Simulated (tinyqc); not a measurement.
Charge control and current of a heterostructure field-effect transistor: one step, computed by the program tinyqc. Command: `OMP_NUM_THREADS=1 python tinyqc.py 3019313 3019314 out.jsonl hemt walk`. One thread of a shared host (Intel(R) Xeon(R) Processor @ 2.30GHz), about 0.01 s of CPU time with the checks.

Two subbands in a triangular well; E_F is counted from the conduction band edge of the channel at the interface.

Problem. Levels and gate capacitance. Charge control: n_s = C_b (V_G - V_T - E_F/e)/e. Well: mean field F = e n_s/(2 eps eps_0), E_i = (hbar^2/2m)^(1/3) [(3 pi e F/2)(i + 3/4)]^(2/3), i = 0, 1; n_s = D k_B T sum_i ln(1 + exp((E_F - E_i)/k_B T)), D = m/(pi hbar^2), which is solved in closed form for E_F. C_g = e dn_s/dV_G = 1/(1/C_b + 1/C_q), 1/C_q = d(E_F/e)/d(e n_s) by a central difference of +/- 0.1 % in n_s; added distance dd = eps eps_0/C_q.

Inputs (values chosen for the exercise, modelled on AlGaAs/GaAs):
```
quantity                                value  unit
channel mass m                          0.067   m_0
permittivity eps (barrier and channel)   12.6     -
conduction band offset dE_c              0.22    eV
temperature T                             300     K
spacer between delta layer and channel    2.4    nm
```

Charge source: delta doping. Velocity law: two-piece.

sheet density n_s = 2.034549e+12 1/cm^2

barrier capacitance C_b = 0.2656256 microfarad/cm^2

Constants: k_B = 8.617333262e-05 eV/K; e = 1.602176634e-19 C; eps_0 = 8.8541878128e-12 F/m; hbar = 1.054571817e-34 J s; m_0 = 9.1093837015e-31 kg; k_B = 1.380649e-23 J/K.

Give: E_0; E_1; E_F; share in the second subband; gate capacitance C_g; added distance dd.

Solution.

E_0 = 114.9 meV

E_1 = 202.1 meV

E_F = 177.0 meV

share in the second subband = 11.43 %

gate capacitance C_g = 0.2365 microfarad/cm^2

added distance dd = 5.167 nm

C_g is 89 % of C_b: the finite density of states and the rise of E_0 act as 5.2 nm of extra barrier. Caution: E_F lies above the conduction band minimum of the barrier, so electrons would spill into the barrier.
